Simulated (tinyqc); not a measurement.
## Pillar capacitor in an array: capacitance, non-linearity, leakage and relaxation: capacitance, non-linearity and leakage against thickness

A film between two metal electrodes, each interface adding a series capacitance ci. The small-signal permittivity is ek (1 + aq E^2); the field is found with the linear permittivity. Leakage J = J0 sinh(E/Ef). After a voltage step the film passes a relaxation current kr C V tt^(-nr), tt being the time in seconds. The sidewall is a coaxial capacitor with radii a = dm/2 and b = dm/2 + t, depth AR dm; the end face is left out.

Planar film: Cf = eps0 ek/t, 1/C = 1/Cf + 2/ci, EOT = 3.9 eps0/C, effective permittivity C t/eps0, E = (V/t) C/Cf; quadratic coefficient [C(V)/C - 1]/V^2 with Cf (1 + aq E^2) in C(V).

Values chosen for this exercise; permittivity of the order of that of hafnium oxide: relative permittivity of the film ek = 19.4; capacitance of each electrode interface (dead layer and screening) ci = 270 uF/cm^2; quadratic field coefficient of the permittivity aq = 0.0087 cm^2/MV^2; bias V = 1.6 V; leakage prefactor J0 = 4.6e-11 A/cm^2; field for an e-fold rise of the leakage Ef = 0.37 MV/cm.

Constants: eps0 = 8.8541878128e-14 F/cm where lengths are in cm. Results are converted to the units shown.

Result of one run:
```
C (uF/cm^2)  EOT (nm)  effective permittivity  E (MV/cm)  quadratic coefficient (ppm/V^2)  J (A/cm^2)
1.3085         2.6390                  19.212     1.2188                           4999.1  6.1911e-10
```

Which film thickness t gave this result: 2.9, 4.3, 13 or 60 nm?

t = 13 nm.

The whole series:
```
t (nm)  C (uF/cm^2)  EOT (nm)  effective permittivity  E (MV/cm)  quadratic coefficient (ppm/V^2)  J (A/cm^2)
2.9          5.6742   0.60857                  18.585     5.2853                            90025   3.6771e-5
4.3          3.8799   0.89001                  18.842     3.6140                            42971   4.0153e-7
6.2          2.7148    1.2720                  19.010     2.5287                            21271   2.1374e-8
9.1          1.8616    1.8550                  19.132     1.7340                            10074   2.4946e-9
13           1.3085    2.6390                  19.212     1.2188                           4999.1  6.1911e-10
19          0.89805    3.8452                  19.271    0.83650                           2362.1  2.1819e-10
28          0.61069    5.6544                  19.312    0.56884                           1094.7  1.0207e-10
41          0.41766    8.2678                  19.340    0.38904                           512.76  5.7784e-11
60          0.28568    12.087                  19.359    0.26610                           240.14  3.6010e-11
```

C falls from 5.67 to 0.286 uF/cm^2 while the effective permittivity goes from 18.6 to 19.4 (ek = 19.4). EOT is a straight line in t with slope 3.9/ek = 0.201 and intercept 0.0256 nm. The quadratic coefficient goes as t^(-1.88) between the first two rows and t^(-1.99) between the last two (-2 without interfaces), and J falls by 6.01 decades. For t = 2.9 direct tunnelling, left out, would add to the leakage.

Program tinyqc, `OMP_NUM_THREADS=1 python tinyqc.py 2102042 2102043 out.jsonl`; Intel Xeon 2.30GHz, shared host, one thread, about 0.01 s.
